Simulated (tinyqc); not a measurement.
Estimate of lattice thermal conductivity from elastic moduli (Slack, Klemens and Cahill formulas): one step, computed by the program tinyqc.

An isotropic solid.

Task: Velocities, Poisson ratio and Debye temperature. rho = M/V; vL = sqrt((B + 4G/3)/rho), vT = sqrt(G/rho); v_m = [(vL^-3 + 2 vT^-3)/3]^(-1/3); Poisson ratio sigma = (3B - 2G)/(6B + 2G); Theta = hbar v_m (6 pi^2/V)^(1/3)/k_B.

Inputs (values chosen for the exercise, for a model crystal): bulk modulus B = 62.6 GPa; shear modulus G = 22.6 GPa; volume per atom V = 24 angstrom^3; mean atomic mass M = 22.2 u.

Grueneisen parameter: from the Poisson ratio.

Constants: u = 1.6605390666e-27 kg; hbar = 1.054571817e-34 J s; k_B = 1.380649e-23 J/K.

Give: density rho; vL; vT; v_m; Poisson ratio sigma; Debye temperature Theta.

Result:

density rho = 1536.0 kg/m^3

vL = 7770.0 m/s

vT = 3835.8 m/s

v_m = 4306.3 m/s

Poisson ratio sigma = 0.33888

Debye temperature Theta = 444.47 K
